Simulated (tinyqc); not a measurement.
What moves the results: pair of shallow donors (hydrogen-like orbitals). A value that a table varies takes the place of the one given here.

Each donor has the orbital exp(-r/a); energy unit Ha* = q/(eps a), q = e^2/(4 pi eps0), so that a lone donor is bound by Ha*/2; x = R/a. One electron: S = (1 + x + x^2/3) exp(-x), j = 1/x - (1 + 1/x) exp(-2x), k = (1 + x) exp(-x); levels E(+/-) = -1/2 - (j +/- k)/(1 +/- S) in Ha*, without the repulsion of the ions, split by D = |E(-) - E(+)|. In six valleys the overlaps S and k are multiplied by v = [cos(K Rx) + cos(K Ry) + cos(K Rz)]/3, K = k0 (2 pi/a_lat), for isotropic envelopes and the symmetric valley state.

Two electrons, Heitler-London: with S' = (1 - x + x^2/3) exp(x), C = 1/x - exp(-2x)(1/x + 11/8 + 3x/4 + x^2/6), X = (1/5){exp(-2x)(25/8 - 23x/4 - 3x^2 - x^3/3) + (6/x)[S^2 (0.5772157 + ln x) + S'^2 Ei(-4x) - 2 S S' Ei(-2x)]}, Q = C - 2j + 1/x and A = X - 2 S k + S^2/x, the singlet and triplet lie at (Q +/- w A)/(1 +/- w S^2) from two lone donors, with the valley weight w = v^2; the exchange is J = triplet - singlet.

Constants: e^2/(4 pi eps0) = 14.39964547 eV angstrom.

Inputs chosen for the exercise (near those of two donors in Si; not measured data):
```
symbol  value                                                                                                                                                            unit         meaning
a       18.3                                                                                                                                                             angstrom     orbital radius
eps     11.3                                                                                                                                                                          dielectric constant
a_lat   5.431                                                                                                                                                            angstrom     lattice constant
k0      0.845                                                                                                                                                            2 pi/a_lat   valley position
sites   ((15, 0, 0), (15.25, 0.25, 0.25), (15.5, 0.5, 0), (15, 0.5, 0.5), (14.75, 0.25, -0.25), (15.75, 0.25, -0.25), (15, 1, 0), (15.25, 0.75, -0.25), (16, 0.5, 0.5))  a_lat        positions of the second donor
Ns      (0.038, 0.095, 0.23, 0.57, 1.3, 2.9, 5.7)                                                                                                                        x 1e18/cm^3  donor densities
n       (11.5, 0.5, 0)                                                                                                                                                   a_lat        separation vector
```

## Placement within one cell

D and J for each site, and for v = 1.

Results:
```
site,R (angstrom),v,D (meV),J (micro-eV),J for v = 1
"(15, 0, 0)",81.5,0.515,2.31,190,717
"(15.25, 0.25, 0.25)",82.8,0.412,1.74,109,640
"(15.5, 0.5, 0)",84.2,0.311,1.24,55.4,571
"(15, 0.5, 0.5)",81.6,-0.741,3.32,390,712
"(14.75, 0.25, -0.25)",80.1,-0.164,0.772,21.5,800
"(15.75, 0.25, -0.25)",85.6,0.040,0.153,0.836,511
"(15, 1, 0)",81.6,0.369,1.64,96.4,707
"(15.25, 0.75, -0.25)",82.9,0.110,0.461,7.65,636
"(16, 0.5, 0.5)",87.0,-0.920,3.31,384,454
```

What can be read from the table?

Over these sites the envelope alone changes J by a factor 1.76, and the valley factor v^2 by 517; J runs from 0.836 at (15.75, 0.25, -0.25) to 390 micro-eV at (15, 0.5, 0.5). Moves of less than one lattice constant change the phases of the valleys along each axis that moves, so the placement must be exact to the site.

## From lone donors to an impurity band (impurity band of shallow donors (Hubbard estimate))

Donors on a simple cubic lattice of spacing R = N^(-1/3) (1/angstrom^3 = 1e24/cm^3), Ha* = q/(eps a), q = e^2/(4 pi eps0), x = R/a. Hopping t = Ha* (1 + x) exp(-x), band width B = 12 t, on-site repulsion U = (5/8) Ha*; the gap closes near B/U = 1.15. Valley factors and disorder are left out.

Results:
```
N (1e18/cm^3),R (angstrom),N^(1/3) a,t (meV),B (meV),B/U
0.038,297.4,0.062,0.000105,0.00126,2.89e-05
0.095,219.2,0.084,0.00569,0.0682,0.00157
0.23,163.2,0.112,0.0924,1.11,0.0255
0.57,120.6,0.152,0.726,8.71,0.200
1.3,91.6,0.200,2.80,33.6,0.772
2.9,70.1,0.261,7.29,87.5,2.01
5.7,56.0,0.327,13.3,159,3.66
```

What does this show, and why?

B/U passes 1.15 between 1.3 and 2.9 x 1e18/cm^3; the root is x = 4.52, N^(1/3) a = 0.221, N = 1.8 x 1e18/cm^3, below the 2.9 that the empirical rule N^(1/3) a = 0.26 gives; the estimate is rough, since random positions, the overlap of the orbitals and screening are left out. While N grows by 150 times, t grows by 1.26e+05 times.

## What each parameter does

x, D = |E(-) - E(+)| and J. Each row changes one parameter from the base and keeps the others.

Results:
```
case,x,D (meV),J (micro-eV)
base,3.416,0.2634,2.63
a = 16.5 angstrom,3.789,0.2287,1.74
eps = 12.4,3.416,0.2401,2.40
k0 = 0.825 2 pi/a_lat,3.416,2.601,253
"n = (12.5, 0.5, 0) a_lat",3.713,2.033,152
```

What does this show?

The largest shifts from the base row, up to three for each result and ties (the steps differ in size, so this ranks the rows, not the parameters). x: a +0.373, n +0.297; unchanged at the printed digits by eps and k0. D (meV): k0 +2.34, n +1.77, a -0.0348. J (micro-eV): k0 +251, n +150, a -0.887.

tinyqc: `OMP_NUM_THREADS=1 python tinyqc.py 1251951 1251952 out.jsonl`; about 0.01 s, one thread, shared Intel(R) Xeon(R) Processor @ 2.30GHz.
